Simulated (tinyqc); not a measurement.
Changing the temperature T: leakage through a gate insulator: direct, Fowler-Nordheim, trap-assisted and Poole-Frenkel currents. Computed by tinyqc, a small Python program. Command: `OMP_NUM_THREADS=1 python tinyqc.py 3024366 3024367 out.jsonl oxideleak sweep`. One thread of a shared host (Intel(R) Xeon(R) Processor @ 2.30GHz), about 0.01 s of CPU time with the checks.

Electrons enter from the cathode Fermi level at x = 0; the conduction band of the insulator lies phi_b - e F x above it, F = V/t. WKB exponents use a parabolic band with mass m.

Inputs (values chosen for the exercise, with an insulator like SiO2):

| quantity | value | unit |
|---|---|---|
| thickness t | 2.7 | nm |
| barrier phi_b | 3.1 | eV |
| tunnelling mass m | 0.4 | m_0 |
| static constant eps_ox | 3.88 | - |
| optical constant eps_opt | 2.15 | - |
| voltage across the insulator V | 0.74 | V |
| trap depth phi_t | 2.1 | eV |
| trap density N_t | 1.1e+17 | cm^-3 |
| attempt rate nu_0 | 9e+13 | 1/s |
| activation of capture E_a | 0.27 | eV |

Constants: hbar^2/(2 m_0) = 3.80998212 eV angstrom^2; e = 1.602176634e-19 C; hbar = 1.054571817e-34 J s; k_B = 8.617333262e-05 eV/K; eps_0 = 8.8541878128e-12 F/m.

Method:
- For a level a distance phi(x) below the band, the WKB exponent is 2 int kappa dx with kappa = sqrt(m phi/(hbar^2/2m_0)); for a linear barrier from phi_1 down to phi_2 = max(phi_1 - e F d, 0) it is G = (4/3) sqrt(m/(hbar^2/2m_0)) (phi_1^(3/2) - phi_2^(3/2))/(e F).
- J_tun = e^3 F^2/(16 pi^2 hbar m phi_b) x exp(-G) / [1 - sqrt(phi_2/phi_b)]^2 with the free-electron mass in the cathode (m in m_0), phi_2 = max(phi_b - e V, 0): direct tunnelling for e V < phi_b, Fowler-Nordheim above. Image forces, back-flow and the limit on supply are left out, so J_tun is overstated below about 0.5 V.
- Equivalent oxide thickness = 3.9 t/eps_ox.
- A trap at depth x lies phi_t below the band. Capture: tunnel at the cathode Fermi level from 0 to x (G_in from phi_1 = phi_b), rate nu_0 exp(-G_in - E_c/k_B T) with E_c = E_a + max(phi_b - phi_t - e F x, 0), the last term being the height of the trap above the cathode Fermi level. Emission: tunnel from the trap level to the anode (G_out from phi_1 = phi_t over t - x), rate nu_0 exp(-G_out - E_a/k_B T). Re-emission to the cathode follows from detailed balance, rate_back = rate_in exp(dE/k_B T) with dE = phi_b - phi_t - e F x. Each trap passes R = rate_in rate_out/(rate_in + rate_back + rate_out) electrons per second; filling from the anode is left out.
- J_TAT = e N_t int_0^t R dx by the midpoint rule on 400 intervals; the most effective depth is the midpoint with the largest R, rounded to 0.01 nm.
- Poole-Frenkel emission over the lowered barrier of a charged trap: lowering sqrt(e F/(pi eps_opt eps_0)); J_PF = e N_t^(2/3) nu_0 exp(-(phi_t - lowering)/k_B T), one sheet of traps emitting with supply unlimited (an upper bound).

One run for each value:

| temperature T (K) | trap-assisted current J_TAT (A/cm^2) | Poole-Frenkel bound J_PF (A/cm^2) | tunnelling current J_tun (A/cm^2) | most effective depth (nm) |
|---|---|---|---|---|
| 200 | 3.405e-22 | 1.566e-25 | 1.636e-04 | 2.70 |
| 240 | 1.060e-19 | 2.603e-20 | 1.636e-04 | 2.70 |
| 330 | 9.057e-16 | 3.427e-13 | 1.636e-04 | 1.35 |
| 370 | 1.909e-14 | 3.867e-11 | 1.636e-04 | 1.31 |
| 410 | 2.498e-13 | 1.735e-09 | 1.636e-04 | 1.29 |
| 460 | 3.585e-12 | 7.947e-08 | 1.636e-04 | 1.27 |
| 500 | 2.124e-11 | 9.768e-07 | 1.636e-04 | 1.27 |

Give the missing row, temperature T (K) = 290.

Computed row; columns: (1) temperature T (K); (2) trap-assisted current J_TAT (A/cm^2); (3) Poole-Frenkel bound J_PF (A/cm^2); (4) tunnelling current J_tun (A/cm^2); (5) most effective depth (nm):
```
(1)        (2)        (3)        (4)   (5)
290  2.495e-17  8.247e-16  1.636e-04  2.70
```

Interpolating between the two neighbouring rows (linearly) misses most in Poole-Frenkel bound J_PF (A/cm^2), by a factor of 230. Over the rows, trap-assisted current J_TAT (A/cm^2) rises from 3.40e-22 to 2.12e-11 (exponent d ln y / d ln x 31 between the first rows and 21 between the last); Poole-Frenkel bound J_PF (A/cm^2) rises from 1.57e-25 to 9.77e-7 (exponent d ln y / d ln x 66 between the first rows and 30 between the last); tunnelling current J_tun (A/cm^2) does not change. The exponent of tunnelling current J_tun stays at 0: tunnelling from the Fermi level does not depend on T in this formula. Arrhenius lines give 0.717 eV for J_TAT (E_a = 0.27 eV, more where the traps lie above the cathode Fermi level) and 1.243 eV for J_PF, the lowered depth.

Caution (rows 200, 240, 290, 330): a current below about 1e-15 A/cm^2 is not measurable. Caution (all rows): the film is too thin for the Poole-Frenkel picture (the lowering is a large part of the whole drop, or the traps are further apart than the film is thick), so J_PF is only nominal.
